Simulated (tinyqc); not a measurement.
# Biaxially strained (001) channel, valley splitting in an inversion layer: effect of the confining field

A thin layer grown on a relaxed buffer is stretched in the plane. The two valleys with their long axis along the growth direction (D2) sink against the four in-plane ones (D4); confinement in a triangular well splits them too. Only the lowest subband of each set is kept; one relaxation time, so the weakening of intervalley scattering is left out.

e_par = b1 x, e_perp = -2 (c12/c11) e_par, splitting D = Xu (e_par - e_perp), in-plane stress (c11 + c12 - 2 c12^2/c11) e_par. Levels E(m) = 2.33811 (hbar^2 q^2 F^2/(2 m))^(1/3): E2 = E(ml), E4 = E(mt) + D; N2 = 2 mt kB T/(pi hbar^2), N4 = 4 sqrt(mt ml) kB T/(pi hbar^2). EF solves Ns = N2 ln(1 + exp((EF - E2)/Vt)) + N4 ln(1 + exp((EF - E4)/Vt)); f2 is the share in D2, and 1/mc = f2/mt + (1 - f2)(1/mt + 1/ml)/2. The gain is mc(x = 0)/mc.

Values chosen for this exercise; values close to those of silicon on relaxed silicon-germanium:

| symbol | value | unit | meaning |
|---|---|---|---|
| T | 300 | K | temperature |
| x | 0.26 |  | germanium share of the relaxed buffer |
| b1 | 0.0418 |  | lattice mismatch per unit x |
| c11 | 163 | GPa | elastic constant |
| c12 | 62.9 | GPa | elastic constant |
| Xu | 8.87 | eV | shear deformation potential |
| ml | 0.89 | m0 | longitudinal mass |
| mt | 0.188 | m0 | transverse mass |
| Ns | 3.7e12 | cm^-2 | inversion density |

Constants: q = 1.602176634e-19 C, kB = 1.380649e-23 J/K, hbar = 1.054571817e-34 J s, m0 = 9.1093837015e-31 kg, Vt = kB T/q, hbar^2/(2 m0) = 0.0380998212 eV nm^2. Results are converted to the units shown.

The same in every row: D (meV) = 170.80.

Effect of the confining field:

| F (MV/cm) | f2 without strain | f2 | mc (m0) | gain |
|---|---|---|---|---|
| 0.1 | 0.36028 | 0.99648 | 0.18826 | 1.3356 |
| 0.3 | 0.59049 | 0.99880 | 0.18809 | 1.1920 |
| 0.5 | 0.75203 | 0.99948 | 0.18804 | 1.1082 |
| 0.7 | 0.85557 | 0.99975 | 0.18802 | 1.0603 |
| 0.9 | 0.91730 | 0.99987 | 0.18801 | 1.0337 |
| 1.1 | 0.95266 | 0.99993 | 0.18801 | 1.0190 |
| 1.3 | 0.97263 | 0.99996 | 0.18800 | 1.0109 |
| 1.5 | 0.98394 | 0.99998 | 0.18800 | 1.0064 |

As F goes from 0.1 to 1.5 MV/cm, f2 stays near 0.999 (without strain: it rises from 0.360 to 0.984) and the gain falls from 1.34 to 1.01. Strong confinement already empties D4, so strain has less to move. For F = 0.1 to 0.3 MV/cm the second D2 subband, left out here, lies within 2 Vt of EF or below it.

Computed by the program tinyqc: `OMP_NUM_THREADS=1 python tinyqc.py 2530047 2530048 out.jsonl`, one thread of a shared Intel Xeon 2.30GHz, about 0.02 s for the whole run.
